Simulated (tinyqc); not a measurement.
Polycrystalline film, grain-boundary barriers (Seto model): two steps of the calculation.

One-dimensional grains of size Lg with donors N; each boundary has Qt acceptor-like traps per area at one level Et below the band edge. Trapped electrons qt deplete a width w = qt/N (both sides together) and raise a barrier Vb = q N w^2/(8 eps0 eps_r). Current crosses the barriers by thermionic emission at small bias. Abrupt depletion, full ionisation, Boltzmann statistics.

Inputs (values chosen for the exercise); values close to those of polycrystalline silicon: temperature T = 250 K; relative permittivity of the semiconductor eps_r = 11.7; grain size Lg = 30 nm; trap density at a boundary Qt = 2.1e12 cm^-2; donor density N = 1.7e17 cm^-3; mobility inside a grain mg = 220 cm^2/(V s); collection velocity at the barrier vc = 8.7e6 cm/s; conduction-band density of states at T Nc = 2.13e19 cm^-3; trap level below the band edge Et = 0.45 eV.

Constants: q = 1.602176634e-19 C, kB = 1.380649e-23 J/K, Vt = kB T/q, eps0 = 8.8541878128e-14 F/cm where lengths are in cm. Results are converted to the units shown.

Task 1. Critical doping and limits of the barrier. N* = Qt/Lg; fully depleted grains have Vb = q N Lg^2/(8 eps0 eps_r), filled traps Vb = q Qt^2/(8 eps0 eps_r N); the true barrier cannot exceed the smaller.

Find: N*; Vb, fully depleted; Vb, traps filled.

Result 1.

N* = 7.000e17 cm^-3
Vb, fully depleted = 0.02958 V
Vb, traps filled = 0.5015 V

Task 2. Barrier, resistivity and effective mobility. Partly depleted grains: the density at the grain centre is n0 = N and qt = Qt/(1 + 2 (Nc/N) exp((Vb - Et)/Vt)). If that gives qt >= N Lg, the grains are fully depleted: qt = N Lg, w = Lg and n0 = 2 Nc exp((Vb - Et)/Vt)/(Qt/(N Lg) - 1). Resistivity: barriers rb = Vt exp(Vb/Vt)/(q n0 vc Lg), grain interior rg = (1 - w/Lg)/(q mg N); effective mobility 1/(q N (rb + rg)).

Wanted: qt; w; Vb; n0; rb; rg; effective mobility.

Result 2.

qt = 5.100e11 cm^-2
w = 30.00 nm
Vb = 0.02958 V
n0 = 4.574e10 cm^-3
rb = 4.446e5 ohm cm
rg = 0 ohm cm
effective mobility = 8.258e-5 cm^2/(V s)

The grains are fully depleted, 24.3 % of the traps are filled and the barriers give 100 % of the resistivity.

Range of the model: The barrier is under 2 Vt, where the abrupt-depletion and emission pictures are rough.

Computed by the program tinyqc: `OMP_NUM_THREADS=1 python tinyqc.py 2610141 2610142 out.jsonl`, one thread of a shared Intel Xeon 2.30GHz, about 0.01 s for the whole run.
